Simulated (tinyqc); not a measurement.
Comparisons within one model: carrier statistics of a doped semiconductor with parabolic bands. A value that a table varies takes the place of the one given here.

Eg(T) = Eg0 - al T^2/(T + be); m_de = Mv^(2/3) (ml mt^2)^(1/3); m_dh = (mhh^(3/2) + mlh^(3/2))^(2/3); Nc and Nv from N = 2 (m kB T/(4 pi c))^(3/2) with c = hbar^2/2m0, in 1/angstrom^3; times 1e24 for 1/cm^3.

Energies are counted from Ev, so Ec = Eg. n = Nc F_1/2((EF - Eg)/kT), p = Nv F_1/2(-EF/kT), ND+ = ND/(1 + 2 exp((EF - Eg + ED)/kT)), NA- = NA/(1 + 4 exp((EA - EF)/kT)); neutrality asks p + ND+ = n + NA-. F_j(eta) = (1/Gamma(j + 1)) integral_0^infinity x^j dx/(1 + exp(x - eta)), which tends to exp(eta) for eta << 0.

Constants: hbar^2/2m0 = 3.80998211 eV angstrom^2; kB = 8.617333262e-05 eV/K.

Values chosen for the exercise (near those of GaAs; the results hold for these values, not for the real material): Eg0 = 1.53 eV (gap at 0 K); al = 0.000524 eV/K (Varshni alpha); be = 211 K (Varshni beta); ml = 0.0641 m0 (longitudinal electron mass); mt = 0.0641 m0 (transverse electron mass); Mv = 1 (equivalent valleys); mhh = 0.515 m0 (heavy-hole mass); mlh = 0.0797 m0 (light-hole mass); ND = 9.8e+14 1/cm^3 (donors); NA = 5.1e+12 1/cm^3 (acceptors); ED = 0.0059 eV (donor level below Ec); EA = 0.0249 eV (acceptor level above Ev); T = 400 K.

## Temperature

Neutrality solved at each temperature; ni = sqrt(Nc Nv) exp(-Eg/2kT).

Carriers (1/cm^3):
```
T (K)  EF (eV)         n         p  majority / |ND - NA|        ni  Eg (eV)
30      1.5198  5.33e+14    <1e-99                 0.546    <1e-99   1.5280
50      1.5097  7.93e+14    <1e-99                 0.814  1.90e-60   1.5250
77      1.4922  9.00e+14  2.75e-80                 0.923  4.99e-33   1.5192
120     1.4587  9.44e+14  1.36e-43                 0.968  1.13e-14   1.5072
200     1.3853  9.63e+14  6.62e-17                 0.988     0.253   1.4790
300     1.2816  9.69e+14   0.00291                 0.994  1.68e+06   1.4377
450     1.1118  9.72e+14  6.40e+06                 0.997  7.89e+10   1.3695
600     0.9316  9.73e+14  4.17e+11                 0.999  2.01e+13   1.2974
800     0.7314  2.03e+15  1.06e+15                  2.08  1.47e+15   1.1983
1000    0.6880  2.14e+16  2.04e+16                  21.9  2.09e+16   1.0973
```

How do the results move?

Ionisation is incomplete: the majority density is below 90 % of the net doping at 30 and 50 K, down to a share of 0.55. It is within 10 % of the net doping at 77, 120, 200, 300, 450 and 600 K. At 800 and 1000 K thermal pairs lift it more than 10 % above the net doping; ni has reached 2.09e+16 1/cm^3 at 1000 K against a net doping of 9.75e+14. EF goes from 1.520 eV to 0.688 eV, where midgap is 0.549 eV and the intrinsic level (Boltzmann) 0.686 eV.

## Doping level

Only donors are present (NA = 0); eta is the distance of EF beyond the conduction edge in units of kT.

Neutral state:
```
ND (1/cm^3)  EF (eV)  majority (1/cm^3)  ionised share    eta
1.0e+14       1.0914           1.00e+14          1.000  -8.74
1.0e+15       1.1707           9.96e+14          0.996  -6.44
1.0e+16       1.2491           9.65e+15          0.965  -4.17
1.0e+17       1.3219           7.67e+16          0.767  -2.06
1.0e+18       1.3816           3.68e+17          0.368  -0.33
3.0e+18       1.4069           6.56e+17          0.219   0.41
1.0e+19       1.4342           1.12e+18          0.112   1.20
3.0e+19       1.4596           1.71e+18          0.057   1.94
```

How do the results move?

The impurity level lies at 1.3869 eV. The ionised share falls from 1.000 to 0.057 as EF passes through it between 1e+18 and 3e+18 1/cm^3 (share 1/3 there); it is below one half from 1e+18 1/cm^3 on. Over the last two rows the doping grows threefold and the majority density by a factor 1.53. EF comes within 3 kT of the majority band edge from 1e+17 1/cm^3 on. Above roughly 2e+16 1/cm^3 (N^(1/3) a = 0.26, with the radius a = sqrt(c/(m E)) from the ionisation energy E and the mass (ml mt^2)^(1/3)) the levels merge with the band and real ionisation is complete; sharp levels then overstate freeze-out.

## What each input does

Neutrality solved anew for each case. Each row changes one parameter from the base and keeps the others.

Results:
```
case                  EF (eV)  n (1/cm^3)  p (1/cm^3)
base                   1.1698    9.71e+14    2.77e+04
T = 420 K              1.1467    9.72e+14    2.83e+05
ND = 1.96e+15 1/cm^3   1.1937    1.94e+15    1.38e+04
NA = 2.55e+12 1/cm^3   1.1699    9.74e+14    2.76e+04
Eg0 = 1.58 eV          1.2198    9.71e+14    6.48e+03
mt = 0.0769 m0         1.1635    9.72e+14    3.32e+04
mhh = 0.618 m0         1.1698    9.71e+14    3.59e+04
ED = 0.0089 eV         1.1698    9.71e+14    2.77e+04
```

How do the results move?

The largest shifts from the base row, up to three for each result and ties (the steps differ in size, so this ranks the rows, not the parameters). EF (eV): Eg0 +0.0500, ND +0.0239, T -0.0231; unchanged at the printed digits by mhh and ED. n (1/cm^3): ND +9.69e+14, NA +2.54e+12, mt +5.94e+11; unchanged at the printed digits by Eg0, mhh and ED. p (1/cm^3): T +2.56e+05, Eg0 -2.12e+04, ND -1.38e+04; unchanged at the printed digits by ED.

tinyqc: `OMP_NUM_THREADS=1 python tinyqc.py 1651769 1651770 out.jsonl`; about 0.01 s, one thread, shared Intel(R) Xeon(R) Processor @ 2.30GHz.
